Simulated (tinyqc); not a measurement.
Via and link resistance from two via chains.

Inverse problem. A chain of 5000 vias joined by 5000 metal links has R = 5000 (Rv + Rlink), with Rlink proportional to the link length. Find Rv, Rlink for length L, and the value of Rv that the short chain would give if the links were ignored.

resistance of chains of 5000 links with link lengths L and 3 L (ohm): [43000, 72000]

Solution. R per link is a straight line in the link length; its intercept at zero length is Rv.

Rv = 5.700 ohm
Rlink = 2.900 ohm
Rv without correction = 8.600 ohm

Computed by the program tinyqc: `OMP_NUM_THREADS=1 python tinyqc.py 2750030 2750031 out.jsonl`, one thread of a shared Intel Xeon 2.30GHz, about 0.01 s for the whole run.
